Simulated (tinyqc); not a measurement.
Worked calculation: Hubbard ring of 4 sites. One step of it, computed by the program tinyqc.

Question. Mean-field iteration 2. H(up) = T + U n(down), H(down) = T + U n(up); fill the lowest levels; n(new) = n + mixing (n(out) - n); E = tr T (rho up + rho down) + U sum n_up n_down of the output.

one-body matrix (hopping and site energies) (eV), lower triangle:
```
           1          2          3         4
1   0.000000
2  -1.670000   0.000000
3   0.000000  -1.670000   0.000000
4  -1.670000   0.000000  -1.670000  0.000000
```

U = 11.000000 eV

electrons, up and down: 2  2

mixing = 1

n(up) after iteration 1: 1 0.750000, 2 0.250000, 3 0.750000, 4 0.250000

n(down) after iteration 1: 1 0.750000, 2 0.250000, 3 0.750000, 4 0.250000

Give: levels, up; levels, down; energy; n(up) after iteration 2; n(down) after iteration 2.

Answer.

levels, up (eV): 1.1736  2.7500  8.2500  9.8264

levels, down (eV): 1.1736  2.7500  8.2500  9.8264

energy = 13.2001 eV

n(up) after iteration 2: 1 0.0911, 2 0.9089, 3 0.0911, 4 0.9089

n(down) after iteration 2: 1 0.0911, 2 0.9089, 3 0.0911, 4 0.9089
